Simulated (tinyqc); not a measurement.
# Weak link from the transmission

Problem. An infinite chain has hopping -t with t = 4.06 eV and site energy 0; E = -2 t cos(k) with E = -2.77 eV. One bond has the hopping -y t with 0 < y < 1, so T(E) = 4 y^2 sin^2 k/[(1 - y^2)^2 + 4 y^2 sin^2 k]. Find y and the hopping y t.

T(E) = 0.65753504

Answer. With b = |sin k| sqrt(1/T(E) - 1), (1 - y^2)/(2 y) = b, whose root below 1 is sqrt(b^2 + 1) - b.

y = 0.530
y t = 2.15 eV

Computed by the program tinyqc: `OMP_NUM_THREADS=1 python tinyqc.py 2660108 2660109 out.jsonl`, one thread of a shared Intel Xeon 2.30GHz, about 0.03 s for the whole run.
